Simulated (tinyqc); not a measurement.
Worked calculation: valley-orbit splitting of a donor ground state, with strain. Computed by tinyqc, a small Python program that keeps every step. Command: `OMP_NUM_THREADS=1 python tinyqc.py 3031756 3031757 out.jsonl valleyorbit walk`. One thread of a shared host (Intel(R) Xeon(R) Processor @ 2.30GHz), about 0.01 s of CPU time with the checks. Intermediate numbers are printed to about 5 digits and carried at full precision; extremes and crossings named in words are read from the listed rows.

The basis is the 1s envelope in each valley; energies are counted from the unstrained conduction-band edge. The strain is e_s (a a^T - 1/3) for the unit stress axis a, so valley j along n_j moves by Xi_u e_s w_j with w_j = (n_j.a)^2 - 1/3: +1/3 for [111] and [-1-11], -1/3 for the others.

Inputs (values chosen for the exercise, modelled on donors in germanium):
```
quantity                                    value   unit
single-valley binding energy E_0             9.99    meV
central-cell shift Lambda                       1    meV
coupling Delta_1                             0.39    meV
shear deformation potential Xi_u             15.6     eV
shear strain e_s                          0.00038      -
temperature T                                  30      K
donor density N_D                         8.8e+15  cm^-3
density-of-states mass of one valley m_e    0.225    m_0
```

Valleys: four along <111>. Stress axis: [110].

Constants: k_B = 8.617333262e-05 eV/K; m_0 = 9.1093837015e-31 kg; k_B = 1.380649e-23 J/K; h = 6.62607015e-34 J s.

## Levels without strain

By symmetry: E(A1) = E_0 + Lambda + 3 Delta_1 (one state), E(T2) = E_0 + Lambda - Delta_1 (three), as binding energies.

E(A1) = 12.16 meV

E(T2) = 10.6 meV

Only A1 has all valley amplitudes in phase, so only it has weight at the nucleus.

## The valley matrix under strain

H_jj = -(E_0 + Lambda) + Xi_u e_s w_j; H_jk = -Delta_1 between any two valleys.

H (meV):
```
          [111]  [1-1-1]  [-11-1]  [-1-11]
[111]    -9.014   -0.390   -0.390   -0.390
[1-1-1]  -0.390  -12.966   -0.390   -0.390
[-11-1]  -0.390   -0.390  -12.966   -0.390
[-1-11]  -0.390   -0.390   -0.390   -9.014
```

## Levels and ground state under strain

Diagonalise H; the ground vector has positive components. The density at the nucleus, and so the contact hyperfine coupling, scales as (sum_j c_j)^2/(number of valleys), which is 1 without strain; the envelopes are held fixed.

levels (meV): -13.504  -12.576  -9.256  -8.624

valley amplitudes of the ground state: [111] 0.13214, [1-1-1] 0.69465, [-11-1] 0.69465, [-1-11] 0.13214

hyperfine ratio A/A_0 = 0.68358

The valleys that move down hold 96.5 % of the ground state, against 50.0 % without strain.

## Binding energy under strain

The binding energy is counted from the lowest valley edge, min_j Xi_u e_s w_j; the gap is from the ground state to the next level.

binding energy under strain = 11.528 meV

gap to the first excited state = 0.92838 meV

## Populations and ionisation

z = sum over levels of exp(-(E - E_ground)/k_B T), the ground-state share being 1/z; N_c = 2 (2 pi m_e k_B T/h^2)^(3/2) sum_j exp(-(shift_j - lowest shift)/k_B T); n1 = N_c/(2 z) exp(-binding/k_B T), binding = lowest shift - E_ground; without compensation n = 2 N_D/(1 + sqrt(1 + 4 N_D/n1)) (Boltzmann statistics; p and higher states left out).

partition sum z = 2.0430

share of neutral donors in the ground state = 0.48948

N_c = 2.0611e+17 cm^-3

n1 = 5.8361e+14 cm^-3

free electrons n = 1.9931e+15 cm^-3

Caution: at this donor density neighbouring orbits begin to overlap and the depth shrinks, which a fixed level leaves out.

## Strain dependence

The contact hyperfine ratio is A/A_0 = (sum_j c_j)^2/(number of valleys), c_j the valley amplitudes of the ground state; binding from the lowest valley edge.

Against strain:
```
e_s       Xi_u e_s (w_max - w_min) (meV)  binding (meV)  gap to next level (meV)    A/A_0
-0.00300                         -31.200         11.399                   0.7995  0.52497
-0.00110                         -11.440         11.433                   0.8329  0.56756
-0.00038                          -3.952         11.528                   0.9284  0.68358
-0.00011                          -1.144         11.775                   1.1753  0.90320
0.00011                            1.144         11.775                   1.1753  0.90320
0.00038                            3.952         11.528                   0.9284  0.68358
0.00110                           11.440         11.433                   0.8329  0.56756
0.00300                           31.200         11.399                   0.7995  0.52497
```

A/A_0 falls for either sign of strain, to 0.525 and 0.525 at the ends; its limits are the shares of the valleys that end up lowest, 2/4 under compression and 2/4 under tension. Near zero strain A/A_0 changes in second order, the binding in first. The binding energy drops from 12.16 meV to 11.40 and 11.40 meV, since fewer valleys share the valley-orbit gain.

## Do the excited 1s states matter for ionisation?

No strain here. The last two columns set z = 1, with the A1 depth, or use one level at E_0 with z equal to the number of valleys.

Ionised share:
```
T (K)       z  all 1s states  ground state alone  no splitting
7.1    1.2343     6.4762e-05          7.1950e-05    2.1190e-04
12.0   1.6637     4.7718e-03          6.1506e-03    8.7698e-03
18.0   2.0973     4.0156e-02          5.7623e-02    5.7979e-02
26.0   2.4953     1.5227e-01          2.2934e-01    1.9072e-01
35.0   2.7885     3.2320e-01          4.7523e-01    3.7237e-01
56.0   3.1713     6.5528e-01          8.2691e-01    6.9133e-01
94.0   3.4745     8.8550e-01          9.6117e-01    8.9661e-01
```

z grows from 1.234 to 3.47 of at most 4. Leaving out the excited states overstates the ionised share by up to 50.6 % (at 26.0 K); ignoring the splitting misses by a factor 3.27 at the lowest T and 1.01 at the highest.

Checks made by the program: symmetry formulas against diagonalisation (relative difference below 1e-10).
